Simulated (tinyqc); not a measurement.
# Trap density from the leakage

Question. Trap-assisted leakage is J = q Nt times the integral over x of the rate through one trap. Find Nt, the areal density Nt t and the mean in-plane spacing (Nt t)^(-1/2).

Values chosen for this exercise: thickness t = 5.1 nm.

Constants: q = 1.602176634e-19 C. Results are converted to the units shown.

J = 2.1002170e-6 A/cm^2
integral of the rate over x = 278.90475 nm/s

Answer. J is proportional to Nt.

Nt = 4.70e17 cm^-3
Nt t = 2.40e11 cm^-2
in-plane spacing = 20.4 nm

Numbers from tinyqc (`OMP_NUM_THREADS=1 python tinyqc.py 2370006 2370007 out.jsonl`; about 0.03 s on one thread of a shared Intel Xeon 2.30GHz).
